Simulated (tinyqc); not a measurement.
# Changing the transverse mass m_t

Model: donor in an ellipsoidal valley (Kohn-Luttinger variational method). Computed by tinyqc, a small Python program. Command: `OMP_NUM_THREADS=1 python tinyqc.py 3026673 3026674 out.jsonl kohnlutt sweep`. One thread of a shared host (Intel(R) Xeon(R) Processor @ 2.30GHz), about 0.09 s of CPU time with the checks.

H = -(d^2/dx^2 + d^2/dy^2) - gamma d^2/dz^2 - 2/r in units built on m_t, with gamma = m_t/m_l and z along the valley axis. One valley; no valley-orbit or central-cell term.

Inputs (values chosen for the exercise, for a model semiconductor): longitudinal mass m_l = 0.176 m_0; dielectric constant eps = 16.7.

Constants: Ry = 13.605693123 eV; a_0 = 0.529177210903 angstrom.

Method:
- Ry* = Ry m_t/eps^2, a* = a_0 eps/m_t, gamma = m_t/m_l.
- Trial function exp(-sqrt((x^2 + y^2)/a^2 + z^2/b^2)) with beta = b/a < 1: E = t/a^2 - u/a, t = (2 + gamma/beta^2)/3, u = 2 arcsin(sqrt(1 - beta^2))/sqrt(1 - beta^2); the best a is 2 t/u and E(beta) = -u^2/(4 t).
- Golden-section search on beta from 0.05 to 0.999, 60 steps.
- Gaussian basis: g = P exp(-al (x^2 + y^2) - be z^2) with P = 1 (s-like), z (2p0) or x (2p+-); al = 0.004 x 2.6^k, k = 0..11, and be/al = 1, gamma^(-1/2) or 1/gamma (36 functions); 1/r = (2/sqrt(pi)) int exp(-t^2 r^2) dt by 48 Gauss-Legendre points after t = sqrt(al_i + al_j) tan(theta); overlap eigenvalues below 1e-10 are dropped.

One run for each value:

| transverse mass m_t (m_0) | 1s binding energy, trial function (meV) | 2p0 binding energy (meV) | 2p+- binding energy (meV) | radius a of the 1s trial function (angstrom) | radius b of the 1s trial function (angstrom) |
|---|---|---|---|---|---|
| 0.0059 | 0.641 | 0.336 | 0.109 | 889.7 | 272.2 |
| 0.0092 | 0.931 | 0.453 | 0.165 | 598.0 | 213.1 |
| 0.0140 | 1.313 | 0.591 | 0.242 | 413.0 | 170.1 |
| 0.0230 | 1.951 | 0.794 | 0.380 | 268.4 | 131.2 |
| 0.0350 | 2.701 | 1.004 | 0.551 | 187.6 | 106.2 |
| 0.0550 | 3.792 | 1.271 | 0.816 | 128.5 | 85.2 |
| 0.0860 | 5.242 | 1.576 | 1.193 | 89.0 | 69.0 |
| 0.1400 | 7.359 | 1.954 | 1.785 | 60.2 | 55.5 |

Describe the trends.

Over the rows, 1s binding energy, trial function (meV) rises from 0.641 to 7.36 (exponent d ln y / d ln x 0.84 between the first rows and 0.70 between the last); 2p0 binding energy (meV) rises from 0.336 to 1.95 (exponent d ln y / d ln x 0.67 between the first rows and 0.44 between the last); 2p+- binding energy (meV) rises from 0.109 to 1.78 (exponent d ln y / d ln x 0.93 between the first rows and 0.83 between the last).

Extremes, crossings and ranges named in words are read from the listed rows.
